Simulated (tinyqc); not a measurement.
Changing the temperature of use T: self-consistent Fermi level with native defects, at growth and after a quench. Computed by tinyqc, a small Python program. Command: `OMP_NUM_THREADS=1 python tinyqc.py 3017720 3017721 out.jsonl scfermi sweep`. One thread of a shared host (Intel(R) Xeon(R) Processor @ 2.30GHz), about 0.07 s of CPU time with the checks.

Energies are counted from the top of the valence band (VBM); when the gap shrinks with temperature the conduction band moves and the levels stay. D and A draw on one reservoir with opposite signs, as the two vacancies of a compound do.

Inputs (values chosen for the exercise, for a model semiconductor):
```
quantity                                value   unit
gap E_g at 300 K                         2.28     eV
slope -dE_g/dT above 300 K            0.00053   eV/K
electron mass m_e                        0.62    m_0
valleys M_c                                 3      -
hole mass m_h                            0.94    m_0
E_f of the neutral native donor D        2.35     eV
E_f of the neutral native acceptor A    1.089     eV
shift s of the chemical potential         0.2     eV
site density N_s                      1.5e+22  cm^-3
growth temperature T_g                   1210      K
```

Added shallow dopant: none.

levels of D above the VBM, most positive state first (eV): 0.882  1.62

levels of A above the VBM, (0/-1) first (eV): 0.905  0.948

Constants: m_0 = 9.1093837015e-31 kg; k_B = 1.380649e-23 J/K; h = 6.62607015e-34 J s; k_B = 8.617333262e-05 eV/K.

Method:
- E_f(D, 0) = input + s and E_f(A, 0) = input - s; E_f(q, E_F = 0) follows from the levels, eps(q/q-1) = E_f(q - 1) - E_f(q) at E_F = 0.
- E_g(T) = E_g - slope x max(0, T - 300 K).
- N_c = 2 M_c (2 pi m_e k_B T/h^2)^(3/2) and N_v = 2 (2 pi m_h k_B T/h^2)^(3/2), masses in units of m_0.
- At growth T = T_g.
- n = N_c F_1/2((E_F - E_g)/k_B T), p = N_v F_1/2(-E_F/k_B T).
- F_1/2(eta) = (2/sqrt(pi)) int_0^infinity sqrt(x)/(1 + exp(x - eta)) dx, by the trapezoid rule in t = sqrt(x) with step 0.02 up to t = 12 (for eta < -12 by exp(eta) - exp(2 eta)/2^(3/2)).
- In equilibrium c_q = N_s exp(-(E_f(q, 0) + q E_F)/k_B T).
- Net charge = p - n + sum q c_q; the log ratio is ln(positive charge/negative charge).
- E_F is the root of the log ratio, by 50 bisections between -0.5 eV and E_g + 0.5 eV.
- After a quench the totals of D and A stay as grown, and each is shared among its charge states with weights exp(-(E_f(q, 0) + q E_F)/k_B T).

One run for each value; columns: (1) temperature of use T (K); (2) E_F after the quench (eV); (3) n after the quench (cm^-3); (4) p after the quench (cm^-3); (5) total D (cm^-3); (6) total A (cm^-3):
```
(1)      (2)         (3)         (4)         (5)         (6)
150  0.85220  1.3859e-29  1.8840e-10  2.8668e+16  3.3039e+18
210  0.83136  3.6908e-16  1.4967e-01  2.8668e+16  3.3039e+18
280  0.80694  1.0148e-07  6.1672e+04  2.8668e+16  3.3039e+18
340  0.78596  6.5320e-03  6.1752e+07  2.8668e+16  3.3039e+18
410  0.76145  6.5943e+01  1.5956e+10  2.8668e+16  3.3039e+18
470  0.74043  2.0660e+04  5.1547e+11  2.8668e+16  3.3039e+18
540  0.71589  3.4485e+06  1.1503e+13  2.8668e+16  3.3039e+18
600  0.69492  1.0922e+08  9.4130e+13  2.8668e+16  3.3039e+18
```

Over the rows, E_F after the quench (eV) falls from 0.852 to 0.695 (exponent d ln y / d ln x -0.074 between the first rows and -0.28 between the last). The frozen totals stay; only their charge states and the carriers answer to T. Densities far below 1 cm^-3 are nominal.
